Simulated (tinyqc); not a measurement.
How far the fits carry: temperature and isotope dependence of a band gap in oscillator models.

E(T) = E0 - sum_i sl_i th_i n_i(T), n = 1/(exp(th/T) - 1). The same coupling lowers the gap at 0 K by the zero-point term ZP = sum_i sl_i th_i/2, so the gap of the static lattice is E0 + ZP. Thermal expansion is taken as part of the slopes.

Two-parameter forms are made to pass through the falls at the two temperatures T12: Varshni aV T^2/(T + bV), from the line T^2/fall = (T + bV)/aV; one oscillator s1 t1/(exp(t1/T) - 1), with t1 from the ratio of the falls.

Inputs chosen for the exercise (near those of Ge; shifted at random, so the results belong to these values and not to a real crystal): E0 = 0.75 eV (gap at 0 K); th = (119, 334) K (temperatures of two oscillators); sl = (0.0822, 0.3288) meV/K (their high-temperature slopes); T12 = (230, 510) K (temperatures of the fits).

Falls of the gap from E0, and errors of the two fits against the model.

Results:

| T (K) | fall (meV) | Varshni - model (meV) | one oscillator - model (meV) | fall/ZP |
|---|---|---|---|---|
| 20 | 0.03 | 0.56 | -0.03 | 0.000 |
| 50 | 1.14 | 2.25 | -0.71 | 0.019 |
| 100 | 8.31 | 3.60 | -0.91 | 0.139 |
| 200 | 37.50 | 0.90 | -0.13 | 0.627 |
| 400 | 112.40 | -1.72 | 0.16 | 1.880 |
| 600 | 192.03 | 2.60 | -0.19 | 3.211 |
| 800 | 272.93 | 11.05 | -0.73 | 4.564 |

Give the missing row, T (K) = 300.

Computed row:
```
T (K)  fall (meV)  Varshni - model (meV)  one oscillator - model (meV)  fall/ZP
300         73.81                  -1.44                          0.16    1.234
```

Below the first fit point the largest errors are +3.60 meV (Varshni, 100 K, on a fall of 8.31 meV) and -0.91 meV (one oscillator, 100 K); a T^2 law cannot freeze out; a single oscillator misses the soft modes. At 800 K, beyond the second fit point, they are +11.1 and -0.7 meV, so the oscillator extrapolates better here. The thermal fall equals ZP between 200 and 300 K.

Computed by tinyqc, a small Python program: `OMP_NUM_THREADS=1 python tinyqc.py 1880619 1880620 out.jsonl` (the numbers bound the seed that draws the inputs); one thread of a shared host (Intel(R) Xeon(R) Processor @ 2.30GHz), about 0.01 s for the whole set of steps.
